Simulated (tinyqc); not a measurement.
## Density of surface states from the Kelvin-probe reading

Problem. n-type bulk, xi = Ec - EF = Vt ln(Nc/Nd), p0 = ni^2/Nd, ni = sqrt(Nc Nv) exp(-Eg/(2 Vt)), Eg in volts. b is the upward band bending, u = b/Vt. Space charge per area, in units of q: Qc = sign(b) sqrt((2 eps0 eps_r Vt/q) [(Nd + dn)(exp(-u) - 1) + Nd u + (p0 + dn)(exp(u) - 1)]), with dn the excess density under light (flat quasi-Fermi levels; 0 in the dark). The states hold -Ds (E0 - xi - b): negative while the Fermi level lies above the neutrality level. Neutrality: Qc + Qf + (charge of the states) = 0. Work function chi + xi + b; contact potential difference CPD = (work function of the sample) - pt. Find b, Qc and Ds.

Parameters, values chosen for the exercise; band and dielectric values close to those of gallium arsenide:

| symbol | value | unit | meaning |
|---|---|---|---|
| T | 300 | K | temperature |
| Eg | 1.43 | eV | band gap |
| eps_r | 12.9 |  | relative permittivity |
| Nc | 4.32e17 | cm^-3 | conduction-band density of states at T |
| Nv | 9.13e18 | cm^-3 | valence-band density of states at T |
| chi | 4.11 | eV | electron affinity |
| Nd | 1.6e15 | cm^-3 | donor density |
| Qf | 2.6e10 | cm^-2 | fixed positive charge at the surface |
| pt | 4.53 | eV | work function of the probe tip |
| E0 | 0.74 | eV | depth of their neutrality level below the conduction edge |

Constants: q = 1.602176634e-19 C, kB = 1.380649e-23 J/K, Vt = kB T/q, eps0 = 8.8541878128e-14 F/cm where lengths are in cm. Results are converted to the units shown.

CPD = -80.423023 mV

Answer. The CPD gives b, b gives Qc, and neutrality gives Ds.

b = 0.1948 V
Qc = 6.209e10 cm^-2
Ds = 2.200e11 cm^-2 eV^-1

Program tinyqc, `OMP_NUM_THREADS=1 python tinyqc.py 2430140 2430141 out.jsonl`; Intel Xeon 2.30GHz, shared host, one thread, about 0.01 s.
